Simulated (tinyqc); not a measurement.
From results back to parameters: three-band (Emery) model of a CuO2 plane downfolded to one band. Three cases, with inputs chosen for the exercise.

Problem. With d at 0, oxygen p at -D, hoppings tpd and tpp and k in pi/a: at (1,0) the bonding and antibonding levels are the roots of E (E + D) = 4 tpd^2, and at (1,1) the top level solves E (E + D - 4 tpp) = 8 tpd^2. The levels below come from hidden parameters.

Case 1.

levels at (1,0) (eV): bonding -4.43306, antibonding 1.03306

top level at (1,1) = 2.92807 eV

Case 2.

levels at (1,0) (eV): bonding -3.73128, antibonding 2.13128

top level at (1,1) = 4.72564 eV

Case 3.

levels at (1,0) (eV): bonding -3.68064, antibonding 1.98064

top level at (1,1) = 4.03415 eV

Find: D, tpd, tpp.

Solution. The sum of the roots is -D and their product -4 tpd^2; then tpp = (E + D - 8 tpd^2/E)/4.

Case 1.

D, tpd, tpp (eV): 3.40  1.07  0.80

Case 2.

D, tpd, tpp (eV): 1.60  1.41  0.74

Case 3.

D, tpd, tpp (eV): 1.70  1.35  0.53

Computed by tinyqc, one run a case: `OMP_NUM_THREADS=1 python tinyqc.py N N+1 out.jsonl` with N = 1482285, 1482331, 1482355; one thread of a shared Intel(R) Xeon(R) Processor @ 2.30GHz, about 0.07 s a run at most.
